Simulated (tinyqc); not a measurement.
Metal gate on a two-layer dielectric stack with fixed charge and a dipole: two steps of the calculation.

Gate, layer 2, layer 1, p-type semiconductor; x runs from the gate inwards. Charges are counted in units of +q. psi is the band bending at the surface, positive towards inversion. Classical charge, Boltzmann statistics, no interface traps.

Inputs (values chosen for the exercise); band and dielectric values close to those of silicon, layer 1 close to silicon dioxide, layer 2 close to aluminium oxide: temperature T = 300 K; band gap Eg = 1.1 eV; relative permittivity eps_r = 11.8; conduction-band density of states at T Nc = 2.81e19 cm^-3; valence-band density of states at T Nv = 2.63e19 cm^-3; electron affinity chi = 4.03 eV; acceptor density Na = 4e17 cm^-3; work function of the gate metal pM = 5.11 eV; thickness of layer 1, next to the semiconductor t1 = 2 nm; relative permittivity of layer 1 e1 = 3.93; thickness of layer 2, next to the gate t2 = 4.3 nm; relative permittivity of layer 2 e2 = 9.16; fixed charge at the semiconductor interface Q1 = 1.3e12 cm^-2; fixed charge between the layers Q2 = 2.3e12 cm^-2; uniform charge density in layer 1 r1 = 0 cm^-3; uniform charge density in layer 2 r2 = 2.7e18 cm^-3; flat-band shift by a dipole layer between the layers Vd = 0 V; band bending psi of the working point ps = 0.775 V.

Constants: q = 1.602176634e-19 C, kB = 1.380649e-23 J/K, Vt = kB T/q, eps0 = 8.8541878128e-14 F/cm where lengths are in cm. Results are converted to the units shown.

Task 1. Threshold voltage. ni = sqrt(Nc Nv) exp(-Eg/(2 Vt)), Eg in volts, pB = Vt ln(Na/ni), Vth = Vfb + 2 pB + sqrt(4 q eps0 eps_r Na pB)/Cox.

Vfb = -0.38661045 V
Cox = 0.90502324 uF/cm^2

Wanted: ni; pB; depletion charge; Vth.

Result 1.

ni = 1.5658e10 cm^-3
pB = 0.44093 V
depletion charge = 0.34365 uC/cm^2
Vth = 0.87497 V

Task 2. Fields and voltage drops. EOT = 3.9 (t1/e1 + t2/e2), Cox = eps0/(t1/e1 + t2/e2); phi_ms = pM - (chi + Eg - Vt ln(Nv/Na)).

Gauss: D = -Qs just inside the semiconductor; going towards the gate subtract q Q1, then q r1 t1, q Q2 and q r2 t2. Field = D/(eps0 e); the drop over a layer is its mean field times its thickness; Vg = phi_ms + Vd + psi + both drops.

Qs = -0.31682498 uC/cm^2

Give: D; field; drop over layer 2; drop over layer 1; Vg.

Result 2.

```
place                        D (uC/cm^2)  field (MV/cm)
layer 2, gate side              -0.44597       -0.54987
layer 2, inner side             -0.25996       -0.32052
layer 1, outer side              0.10854        0.31193
layer 1, semiconductor side      0.10854        0.31193
semiconductor surface            0.31682        0.30324
```

drop over layer 2 = -0.18714 V
drop over layer 1 = 0.062386 V
Vg = 0.73846 V

The same Vg follows from Vfb + psi - Qs/Cox. The largest field, 0.550 MV/cm in size, is at: layer 2, gate side.

tinyqc, about 0.01 s, one thread, Intel Xeon 2.30GHz (shared host): `OMP_NUM_THREADS=1 python tinyqc.py 2010084 2010085 out.jsonl`
